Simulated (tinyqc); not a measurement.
# Weibull slope from two areas

Problem. Oxide breakdown times follow a Weibull law, F = 1 - exp(-(t/t63)^beta). For defects spread at random t63 goes as A^(-1/beta). Find beta and the time at which the share Fp of the area-A2 devices has failed, t63(A2) (-ln(1 - Fp))^(1/beta).

Values chosen for this exercise:
- A1 = 5100 um^2 (area of a test capacitor)
- A2 = 5.6e6 um^2 (gate area of the product)
- Fp = 1e-5 (allowed share of failed products)

t63 at the areas A1 and A2 (s): [25, 0.51133777]

Solution. beta = ln(A2/A1)/ln(t63(A1)/t63(A2)).

beta = 1.80
time to Fp = 8.53e-4 s

Computed by the program tinyqc: `OMP_NUM_THREADS=1 python tinyqc.py 2070061 2070062 out.jsonl`, one thread of a shared Intel Xeon 2.30GHz, about 0.01 s for the whole run.
